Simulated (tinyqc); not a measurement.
Strength of the heavy-light coupling: shallow acceptor in the spherical four-band model.

The ground state 1S3/2 has an L = 0 part f(r) and an L = 2 part g(r). In units of Ry* and a*, with Gaussians f_i = exp(-a_i r^2), g_i = r^2 exp(-a_i r^2), A = a_i + a_j and I(n) = Gamma((n + 1)/2)/(2 A^((n + 1)/2)): S_ff = I(2), S_gg = I(6), H_ff = (6 a_i a_j/A) I(2) - 2 I(1), H_gg = (14 a_i a_j/A) I(6) - 2 I(5), H_fg = -mu [15 I(2) - 20 a_j I(4) + 4 a_j^2 I(6)]; each function is then normalised. The split-off band is left out.

Converged values use 22 exponents 2.2^i, i = -7 to 14, for f and for g.

Parameters, chosen for this exercise (out of a larger set: near those of a shallow acceptor in AlAs; not measured data): mus = (0.11, 0.35, 0.52, 0.62, 0.72, 0.82, 0.9) (couplings).

Ry* = 35.3783 meV

Converged values in Ry* and a*; the heavy-mass hydrogen model gives 1/(1 - mu).

Results:

| mu | binding (Ry*) | 1/(1 - mu) | ratio | L = 2 weight | <r> (a*) | binding (meV) |
|---|---|---|---|---|---|---|
| 0.11 | 1.011 | 1.124 | 0.900 | 0.005 | 1.486 | 35.8 |
| 0.35 | 1.125 | 1.538 | 0.731 | 0.053 | 1.358 | 39.8 |
| 0.52 | 1.332 | 2.083 | 0.639 | 0.119 | 1.174 | 47.1 |
| 0.62 | 1.558 | 2.632 | 0.592 | 0.172 | 1.022 | 55.1 |
| 0.82 | 2.823 | 5.556 | 0.508 | 0.315 | 0.595 | 99.9 |
| 0.90 | 4.768 | 10.000 | 0.477 | 0.388 | 0.363 | 168.7 |

Give the missing row, mu = 0.72.

Computed row:
```
mu    binding (Ry*)  1/(1 - mu)  ratio  L = 2 weight  <r> (a*)  binding (meV)
0.72          1.960       3.571  0.549         0.237     0.832           69.3
```

The binding starts as 1 + O(mu^2), 1.011 at mu = 0.11, since the coupling enters in second order, and reaches 4.77 at mu = 0.90. The ratio to the heavy-mass model falls from 0.90 to 0.48, towards about 0.44 as mu goes to 1: the bound hole is only partly heavy. The L = 2 weight grows to 0.39 and the radius shrinks by a factor 4.1.

(tinyqc, `OMP_NUM_THREADS=1 python tinyqc.py 1250756 1250757 out.jsonl`, Intel(R) Xeon(R) Processor @ 2.30GHz, 1 thread, shared host, about 0.06 s.)
